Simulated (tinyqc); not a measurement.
# Bandgap voltage reference from two bipolar transistors, step by step

tinyqc, about 0.02 s, one thread, Intel Xeon 2.30GHz (shared host): `OMP_NUM_THREADS=1 python tinyqc.py 2062027 2062028 out.jsonl` Printed values are rounded.

Two transistors of area 1 and N carry the same current I. Is(T) = Is (T/T0)^eta exp[(Vg0 q/kB)(1/T0 - 1/T)], VBE1 = Vt ln(I/Is(T)) + I rb, VBE2 = Vt ln(I/(N Is(T))) + I rb/N. The amplifier forces I R1(T) = VBE1 - VBE2 + Vos, with R(T) = R (1 + tc (T - T0)) for both resistors, and the output is Vref = VBE1 + I R2(T). Base currents and the Early effect are neglected.

Inputs (values chosen for the exercise); values of the order met in silicon bipolar transistors: reference temperature T0 = 298 K; band-gap voltage extrapolated to 0 K Vg0 = 1.149 V; temperature exponent of the saturation current eta = 3.5; saturation current of the unit transistor at T0 Is = 2.3e-17 A; area ratio of the second transistor N = 4; resistor across which the difference of VBE falls, at T0 R1 = 20 kohm; temperature coefficient of both resistors tc = 0 ppm/K; offset of the amplifier Vos = 0 mV; series resistance of the unit transistor rb = 0 ohm; output resistor at T0 R2 = 303.9 kohm; temperature T = 273 K.

Constants: q = 1.602176634e-19 C, kB = 1.380649e-23 J/K. Results are converted to the units shown.

## Operating point at the reference temperature

Vt = kB T/q; I = (Vt ln N + Vos)/(R1(T) - rb (1 - 1/N)). Evaluate at T = T0.

Vt = 0.0256797 V
I = 1.77998 uA
Is(T) = 2.3e-17 A
VBE1 = 0.643844 V
I R2 = 0.540935 V
Vref = 1.18478 V

## Operating point at another temperature

Vt = kB T/q; I = (Vt ln N + Vos)/(R1(T) - rb (1 - 1/N)).

Vt = 0.0235253 V
I = 1.63065 uA
Is(T) = 2.81231e-19 A
VBE1 = 0.691376 V
I R2 = 0.495555 V
Vref = 1.18693 V

From T0 to T, VBE1 changes by 47.5 mV and I R2 by -45.4 mV, which leaves 2.15 mV in Vref.

## Resistor for zero slope at T0, ideal case

With tc = 0, Vos = 0 and rb = 0 the current is proportional to T, dVBE/dT = (VBE - Vg0 - (eta - 1) Vt)/T, and Vref has zero slope at T0 when Vref = Vg0 + (eta - 1) Vt0. Find VBE1, its slope, that Vref, R2/R1 and the curvature d2Vref/dT2 = -(eta - 1) kB/(q T0).

VBE1 = 0.643844 V
dVBE/dT = -1.91059 mV/K
Vref = 1.21320 V
R2/R1 = 15.9933
curvature = -0.722931 uV/K^2
